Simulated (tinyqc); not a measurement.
# Charge control and current of a heterostructure field-effect transistor, step by step

A worked calculation. Computed by tinyqc, a small Python program that keeps every step. Command: `OMP_NUM_THREADS=1 python tinyqc.py 3020866 3020867 out.jsonl hemt walk`. One thread of a shared host (Intel(R) Xeon(R) Processor @ 2.30GHz), about 0.01 s of CPU time with the checks. Intermediate numbers are printed to about 7 digits and carried at full precision; extremes and crossings named in words are read from the listed rows.

Two subbands in a triangular well; E_F is counted from the conduction band edge of the channel at the interface.

Inputs (values chosen for the exercise, modelled on AlGaAs/GaAs):
```
quantity                                value        unit
channel mass m                          0.066         m_0
permittivity eps (barrier and channel)   12.9           -
barrier thickness d                        33          nm
Schottky barrier phi_B                   0.92          eV
conduction band offset dE_c              0.19          eV
delta-doping density N_d                5e+12      1/cm^2
gate voltage V_G                        -0.15           V
mobility mu                              7800  cm^2/(V s)
saturation velocity v_s                   1.2    1e7 cm/s
gate length L                             300          nm
source resistance R_S                       0      ohm mm
temperature T                             300           K
mixing                                    0.3           -
iteration cap                             200           -
spacer between delta layer and channel    3.6          nm
```

Charge source: delta doping. Velocity law: two-piece.

Constants: e = 1.602176634e-19 C; eps_0 = 8.8541878128e-12 F/m; k_B = 8.617333262e-05 eV/K; hbar = 1.054571817e-34 J s; m_0 = 9.1093837015e-31 kg; k_B = 1.380649e-23 J/K.

## Threshold and barrier capacitance

Threshold V_T = phi_B - dE_c - e N_d (d - spacer)/(eps eps_0) (in volts); C_b = eps eps_0/d.

threshold voltage V_T = -1.332003 V

barrier capacitance C_b = 0.3461183 microfarad/cm^2

The device is normally on.

## First iteration

Charge control: n_s = C_b (V_G - V_T - E_F/e)/e. Well: mean field F = e n_s/(2 eps eps_0), E_i = (hbar^2/2m)^(1/3) [(3 pi e F/2)(i + 3/4)]^(2/3), i = 0, 1; n_s = D k_B T sum_i ln(1 + exp((E_F - E_i)/k_B T)), D = m/(pi hbar^2), which is solved in closed form for E_F. Iteration from n_s = C_b (V_G - V_T)/(2e): E_F from n_s, n_out from the charge control, n_new = n_s + mixing (n_out - n_s), kept above n_s/10; stop when |n_out/n_s - 1| < 1e-9.

starting n_s = 1.276741e+12 1/cm^2

E_0 = 83.30883 meV

E_1 = 146.5578 meV

E_F = 116.2688 meV

n_out = 2.302306e+12 1/cm^2

Caution: a density of n_out would put E_F above the conduction band minimum of the barrier, where parallel conduction sets in.

## Sheet density

The formulas are those given above.

Course of the iteration:
```
iteration  n_s (1/cm^2)  E_F (meV)  |n_out/n_s - 1|
1          1.276741e+12   116.2688     8.032682e-01
2          1.584410e+12   141.8940     4.181604e-01
3          1.783171e+12   157.5211     2.411529e-01
4          1.912177e+12   167.3607     1.463020e-01
5          1.996103e+12   173.6511     9.129771e-02
6          2.050775e+12   177.7056     5.793363e-02
7          2.086418e+12   180.3314     3.714190e-02
...                 ...        ...              ...
42         2.153337e+12   185.2261     1.183344e-08
43         2.153337e+12   185.2261     7.725044e-09
44         2.153337e+12   185.2261     5.043021e-09
45         2.153337e+12   185.2261     3.292157e-09
46         2.153337e+12   185.2261     2.149168e-09
47         2.153337e+12   185.2261     1.403008e-09
48         2.153337e+12   185.2261     9.159040e-10
```

sheet density n_s = 2.153337e+12 1/cm^2

Converged in 48 iterations.

## Levels and gate capacitance

C_g = e dn_s/dV_G = 1/(1/C_b + 1/C_q), 1/C_q = d(E_F/e)/d(e n_s) by a central difference of +/- 0.1 % in n_s; added distance dd = eps eps_0/C_q.

E_0 = 118.0404 meV

E_1 = 207.6579 meV

E_F = 185.2261 meV

share in the second subband = 11.60466 %

gate capacitance C_g = 0.2990778 microfarad/cm^2

added distance dd = 5.190403 nm

C_g is 86 % of C_b: the finite density of states and the rise of E_0 act as 5.2 nm of extra barrier. Caution: E_F lies above the conduction band minimum of the barrier, so electrons would spill into the barrier.

## Saturation current

With V = e n_s/C_g and V_c = v_s L/mu: for v = mu F up to v_s, I/W = C_g v_s V_c (sqrt(1 + (V/V_c)^2) - 1) and V_Dsat = V + V_c - sqrt(V^2 + V_c^2); g_m = dI/dV; extrinsic g_m/(1 + g_m R_S); f_T = g_m/(2 pi C_g L).

V = 1.153555 V

V_c = 0.04615385 V

V_Dsat = 0.04523091 V

saturation current I/W = 397.7701 mA/mm

intrinsic g_m = 358.6065 mS/mm

extrinsic g_m = 358.6065 mS/mm

intrinsic f_T = 63.61108 GHz

V/V_c = 24.99: velocity saturation rules; I is 96 % of e n_s v_s = 414 mA/mm.

## Gate length

The formulas are those given above.

Scaling; the last columns are v_s/(2 pi L) and mu V/(2 pi L^2):
```
L (nm)  I/W (mA/mm)  g_m (mS/mm)  extrinsic g_m (mS/mm)  f_T (GHz)  velocity limit (GHz)  mobility limit (GHz)
30         412.3501     358.8905               358.8905   636.6147              636.6198          1.591148e+05
60         410.7036     358.8819               358.8819   318.2997              318.3099          3.977869e+04
120        407.4305     358.8474               358.8474   159.1346              159.1549          9.944673e+03
250        400.4297     358.6941               358.6941    76.3519               76.3944          2.291253e+03
500        387.3155     358.0981               358.0981    38.1125               38.1972          5.728131e+02
1000       362.4545     355.7436               355.7436    18.9310               19.0986          1.432033e+02
2000       318.0490     346.7695               346.7695     9.2267                9.5493          3.580082e+01
5000       221.5368     298.5941               298.5941     3.1780                3.8197          5.728131e+00
```

f_T scales as L^-1.00 at the short end and L^-1.16 at the long end; the two limits cross at L = mu V/v_s = 7500 nm. g_m tends to C_g v_s = 359 mS/mm. Fringe capacitances and short-channel effects, left out, lower f_T once L is below about ten barrier thicknesses.

Checks made by the program: iterated density against a bracketing root search (relative difference 8e-10).
